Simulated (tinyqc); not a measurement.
Inside a calculation: metal-induced gap states at the contact of a metal chain and a two-band chain. Values are carried at full precision from step to step, so a last printed digit may differ when a step is redone from the rounded ones.

The semiconductor alternates sites A at -Eg/2 and C at +Eg/2 with hopping -t; the gap runs from -Eg/2 to Eg/2. In the gap cosh(q a) = 1 + (Eg^2/4 - E^2)/(2 t^2) and the amplitude changes by -exp(-q a) a period. The metal has site energy 0 and hopping -tm; its end site has g_m = (E - i sqrt(4 tm^2 - E^2))/(2 tm^2). Sites 1, 2, ... count into the semiconductor, with energies e1, e2 alternating. The clean half chain has g1 = 1/(E - e1 - t^2 g2), g2 = 1/(E - e2 - t^2 g1), decaying root. With the contact G11 = 1/(1/g1 - tc^2 g_m), and the density on site j is -Im G_jj/pi = |psi_j/psi_1|^2 (-Im G11/pi), per spin, with psi_2/psi_1 = -t g2, psi_3/psi_2 = -t g1.

Constants: e^2/(4 pi eps0) = 14.39964547 eV angstrom.

Inputs chosen for the exercise (gap and optical dielectric constant near those of SiC; the chain itself is a model; shifted at random, so the results belong to these values and not to a real crystal): Eg = 3.19 eV (gap); t = 2.49 eV (hopping in the semiconductor); a = 3.08 angstrom (period (two sites); one chain for each area a^2); E = -0.35 eV (energy from mid-gap); tm = 3.49 eV (hopping in the metal); tc = 1.14 eV (hopping across the contact); end = C (site that touches the metal); eps = 6.4 (dielectric constant).

## Decay in the gap

Form cosh(q a), l = exp(-q a), q and the decay length 1/(2q) of the density.

cosh(q a) = 1.19528
l = 0.54053
q = 0.19974 1/angstrom
xi, the decay length of the density = 2.503 angstrom

## Green functions

The decaying root is g1 = (1 - l)/(E - e1), g2 = (1 - l)/(E - e2), l = exp(-q a). Form them, g_m and G11.

g1, g2 (1/eV): -0.23623  0.36905

g_m = -0.01437-0.28617i 1/eV
G11 = -0.23544-0.02078i 1/eV

## Density site by site

D1 = -Im G11/pi, D2 = (t g2)^2 D1, and each further period multiplies by l^2. The sum over all sites is (D1 + D2)/(1 - l^2). The Green functions stand in the order g1, g2.

density on sites 1 to 8 (1/eV): 0.00661  0.00558  0.00193  0.00163  0.00056  0.00048  0.00016  0.00014

Ds, the density per spin summed over the semiconductor = 0.01723 1/eV

The first period holds 71 % of the gap states at this energy.

## Pinning factor

Gap states per area N = 2 Ds/a^2 (two spins). Charge in them sits a distance xi from the metal, so S = 1/(1 + 4 pi e^2 N xi/eps), e^2 meaning e^2/(4 pi eps0); S is the change of the barrier per change of the metal work function.

N = 3.633e+13 1/(eV cm^2)
4 pi e^2 N xi/eps = 0.2571
S = 0.7955

Weak pinning, nearer the Schottky limit S = 1.

## Checks

- g1 from the closed form against decimation: both -0.236231.

Run: tinyqc, `OMP_NUM_THREADS=1 python tinyqc.py 1452007 1452008 out.jsonl`; Intel(R) Xeon(R) Processor @ 2.30GHz, one thread, shared host; about 0.01 s of CPU time with all checks.
